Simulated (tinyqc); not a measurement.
CIS and TDHF on RHF in the sto-3g basis, frozen core, for BeH2, spin multiplicity 1, step by step. One step of it, computed by the program tinyqc.

Task: CIS matrix, singlets. A(ia,jb) = (e_a - e_i) d_ij d_ab + 2 (ia|jb) - (ij|ab).

orbital energies (hartree): MO1 -4.529982, MO2 -0.426308, MO3 -0.385113, MO4 0.213897, MO5 0.213897, MO6 0.378380, MO7 0.748124

Two-electron integrals over orbitals (pq|rs), unique and non-zero (hartree); the lowest 1 orbital is frozen and left out:
```
p,q,r,s,(pq|rs)
2,2,2,2,0.379131
3,2,3,2,0.160086
3,3,2,2,0.391345
3,3,3,3,0.414697
4,2,4,2,0.047743
4,3,4,3,0.012911
4,4,2,2,0.356712
4,4,3,3,0.339668
4,4,4,4,0.449859
5,2,5,2,0.047743
5,3,5,3,0.012911
5,4,5,4,0.024249
5,5,2,2,0.356712
5,5,3,3,0.339668
5,5,4,4,0.401360
5,5,5,5,0.449859
6,2,2,2,-0.016652
6,2,3,3,-0.042130
6,2,4,4,0.064454
6,2,5,5,0.064454
6,2,6,2,0.081961
6,3,3,2,-0.092439
6,3,6,3,0.086120
6,4,4,2,0.046769
6,4,6,4,0.049711
6,5,5,2,0.046769
6,5,6,5,0.049711
6,6,2,2,0.380443
6,6,3,3,0.391555
6,6,4,4,0.355765
6,6,5,5,0.355765
6,6,6,2,-0.028932
6,6,6,6,0.396961
7,2,3,2,-0.040133
7,2,6,3,0.062297
7,2,7,2,0.057129
7,3,2,2,-0.000371
7,3,3,3,-0.018113
7,3,4,4,0.068140
7,3,5,5,0.068140
7,3,6,2,0.077570
7,3,6,6,-0.021435
7,3,7,3,0.086181
7,4,4,3,0.013383
7,4,7,4,0.016886
7,5,5,3,0.013383
7,5,7,5,0.016886
7,6,3,2,0.140476
7,6,6,3,-0.092143
7,6,7,2,-0.049059
7,6,7,6,0.137477
7,7,2,2,0.406037
7,7,3,3,0.422782
7,7,4,4,0.380415
7,7,5,5,0.380415
7,7,6,2,-0.022426
7,7,6,6,0.415685
7,7,7,3,0.000727
7,7,7,7,0.461350
```

Give: CIS matrix A, singlet.

Result:

CIS matrix A, singlet (hartree), lower triangle:
```
,2>4,2>5,2>6,2>7,3>4,3>5,3>6,3>7
2>4,0.379
2>5,0.000,0.379
2>6,0.000,0.000,0.588
2>7,0.000,0.000,0.000,0.883
3>4,0.000,0.000,0.000,0.000,0.285
3>5,0.000,0.000,0.000,0.000,0.000,0.285
3>6,0.000,0.000,0.000,-0.016,0.000,0.000,0.544
3>7,0.000,0.000,0.015,0.000,0.000,0.000,0.000,0.883
```
